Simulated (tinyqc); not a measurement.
Decay of LO phonons and the hot-phonon bottleneck in the cooling of electrons: one step, computed by the program tinyqc. Command: `OMP_NUM_THREADS=1 python tinyqc.py 3026942 3026943 out.jsonl hotphonon walk`. One thread of a shared host (Intel(R) Xeon(R) Processor @ 2.30GHz), about 0.01 s of CPU time with the checks.

n(E, T) = 1/(exp(E/(k_B T)) - 1) is the Bose occupation. Electrons have a temperature T_e; the LO modes within their reach share one occupation N; the decay products stay at the lattice temperature.

Problem. Electron and phonon temperatures in closed form. Net emission per electron: [(N + 1) x - N]/tau_sp with x = exp(-hbar omega/(k_B T_e)), a simple two-level balance; steady state of the modes: n [(N + 1) x - N]/tau_sp = N_m (N - N_0)/tau; power per electron P = hbar omega [(N + 1) x - N]/tau_sp. With p = P tau_sp/(hbar omega): N = N_0 + r p and x = (p + N)/(N + 1); without hot phonons N = N_0. The mode temperature T_LO solves n(hbar omega, T_LO) = N.

Inputs (values chosen for the exercise, modelled on zinc oxide): LO energy hbar omega = 70 meV; lattice temperature T = 500 K; power supplied per electron P = 2.2 nW.

Decay channel: two unequal phonons (Ridley).

emission time tau_sp = 4.519901 fs

equilibrium LO occupation N_0 = 0.2453053

bottleneck ratio r = 7.166389

Constants: e = 1.602176634e-19 C; k_B = 8.617333262e-05 eV/K.

Give: reduced power p; LO occupation N; electron temperature T_e; T_e without hot phonons; mode temperature T_LO.

Solution.

reduced power p = 8.866e-04

LO occupation N = 0.2517

electron temperature T_e = 507.5 K

T_e without hot phonons = 501.1 K

mode temperature T_LO = 506.4 K

Caution: alpha is above 1/2, so hbar/tau_sp exceeds hbar omega and the emission time, a weak-coupling result, is only rough.
